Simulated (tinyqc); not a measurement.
Tight binding, kagome lattice, step by step. One step of it, computed by the program tinyqc.

Question. Bloch Hamiltonian at K. H_AB = -t1 - t2 exp(-i k.a1), H_AC = -t1 - t2 exp(-i k.a2), H_BC = -t1 - t2 exp(i k.(a1 - a2)), H_CC = delta.

Parameters chosen for this model:
```
parameter     value                unit
t1         0.610000    eV, up triangles
t2         0.610000  eV, down triangles
delta             0        eV on site C
```

k point K (fractions of the reciprocal vectors): 0.333333  0.666667

Give: H(k) at K.

Answer.

H(k) at K (eV), lower triangle (Hermitian):
```
               A              B      C
A          0.000
B  -0.305-0.528i          0.000
C  -0.305+0.528i  -0.305-0.528i  0.000
```
